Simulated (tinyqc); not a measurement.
Metal-interlayer-semiconductor contact, depinning against tunnelling resistance: one step of the calculation.

Zero bias, n-type semiconductor. Gap states at the semiconductor surface thin out as exp(-be ti), which unpins the barrier; electrons must then cross the interlayer (a rectangular barrier, no voltage drop across it) and the parabolic depleted layer, both by WKB. Energies E are counted from the Fermi level; no image force, parabolic bands.

Problem. Exponents and integrand on an energy grid. With U = phiB - xi: for xi < E < phiB, y = (E - xi)/U and G1 = (U/E00) [sqrt(1 - y) - y ln((1 + sqrt(1 - y))/sqrt(y))], G1 = 0 above phiB; G2 = 2 ti sqrt(mi max(phiB + dE - E, 0)/C), C = hbar^2/(2 m0); f = 1/(1 + exp(E/Vt)); integrand exp(-G1 - G2) f.

Inputs (values chosen for the exercise); semiconductor values close to those of silicon; interlayer mass of the order of that in silicon nitride, offset chosen freely: temperature T = 300 K; interlayer thickness ti = 0.8 nm; conduction-band offset of the interlayer above the semiconductor dE = 2.14 eV; tunnelling mass in the interlayer mi = 0.46 m0.

Constants: q = 1.602176634e-19 C, kB = 1.380649e-23 J/K, hbar = 1.054571817e-34 J s, m0 = 9.1093837015e-31 kg, Vt = kB T/q, hbar^2/(2 m0) = 0.0380998212 eV nm^2. Results are converted to the units shown.

```
point,E (eV)
0,0.08
1,0.11571
2,0.15143
3,0.18714
4,0.22286
5,0.25857
6,0.29429
7,0.33
8,0.36571
9,0.40143
10,0.43714
11,0.47286
12,0.50857
13,0.54429
14,0.58
```

phiB = 0.46482229 eV
xi = 0.078937425 eV
E00 = 0.014246213 eV

Find: G1; G2; f; integrand.

Solution.

```
point,G1,G2,f,integrand (1e-11)
0,26.78,8.834,0.04333,0.000
1,21.00,8.771,0.01125,0.000
2,16.89,8.708,0.002850,0.002
3,13.48,8.644,7.176e-4,0.018
4,10.57,8.580,1.803e-4,0.087
5,8.06,8.516,4.531e-5,0.286
6,5.89,8.451,1.138e-5,0.671
7,4.04,8.385,2.859e-6,1.150
8,2.49,8.319,7.184e-7,1.457
9,1.24,8.252,1.804e-7,1.354
10,0.35,8.185,4.533e-8,0.888
11,0.00,8.118,1.138e-8,0.340
12,0.00,8.049,2.860e-9,0.091
13,0.00,7.980,7.183e-10,0.025
14,0.00,7.911,1.805e-10,0.007
```

tinyqc, about 0.03 s, one thread, Intel Xeon 2.30GHz (shared host): `OMP_NUM_THREADS=1 python tinyqc.py 2270072 2270073 out.jsonl`
